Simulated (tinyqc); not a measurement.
Activation against anneal temperature: dopants and charged point defects at anneal temperature: Fermi-level effect, clustering and pairing. Computed by tinyqc, a small Python program. Command: `OMP_NUM_THREADS=1 python tinyqc.py 3006146 3006147 out.jsonl pairing walk`. One thread of a shared host (Intel(R) Xeon(R) Processor @ 2.30GHz), about 0.02 s of CPU time with the checks.

Boltzmann statistics and full ionisation of active dopants. Energies are counted from the valence band; the defect (a vacancy or self-interstitial) has five charge states, with all degeneracy factors one.

Inputs (values chosen for the exercise, for a model semiconductor): gap at 0 K E_g0 = 0.813 eV; Varshni alpha = 0.000443 eV/K; Varshni beta = 197 K; electron mass m_e = 0.257 m_0; valleys M_c = 4; hole mass m_h = 0.406 m_0; anneal temperature T = 810 K; total dopant density N = 4.5e+18 cm^-3; site density N_s = 3e+22 cm^-3; dopant atoms per cluster k = 3; cluster binding energy E_b = 1.58 eV.

Dopant: acceptor. Second part: clustering of the dopant.

Constants: m_0 = 9.1093837015e-31 kg; k_B = 1.380649e-23 J/K; h = 6.62607015e-34 J s; k_B = 8.617333262e-05 eV/K.

Method:
- E_g = E_g0 - alpha T^2/(T + beta).
- N_c = 2 M_c (2 pi m_e k_B T/h^2)^(3/2) and N_v = 2 (2 pi m_h k_B T/h^2)^(3/2), masses in units of m_0.
- n_i = sqrt(N_c N_v) exp(-E_g/2 k_B T); E_i = E_g/2 + (k_B T/2) ln(N_v/N_c).
- p = A/2 + sqrt(A^2/4 + n_i^2) for an active density A.
- k ionised dopants and k carriers form one neutral cluster: C = N_s (A/N_s)^k (p/N_b)^k exp(E_b/k_B T), N_b the effective density of states of the majority band, and N = A + k C (60 bisections in ln A between ln N - 90 and ln N).

Equilibrium activation:
```
T (K)  n_i (cm^-3)  active A (cm^-3)  clusters C (cm^-3)  active share
490     7.9306e+15        2.3719e+17          1.4209e+18       0.05271
570     4.1496e+16        6.2640e+17          1.2912e+18       0.13920
650     1.4894e+17        1.2903e+18          1.0699e+18       0.28674
730     4.1346e+17        2.2056e+18          7.6478e+17       0.49014
810     9.5542e+17        3.2042e+18          4.3193e+17       0.71205
890     1.9274e+18        3.9625e+18          1.7915e+17       0.88057
970     3.5056e+18        4.3034e+18          6.5545e+16       0.95630
```

What does the comparison show, and why?

The active share goes from 0.0527 at 490 K to 0.956 at 970 K, so a layer activated by a hot, short anneal is metastable and deactivates in later, cooler steps if the dopant can move.
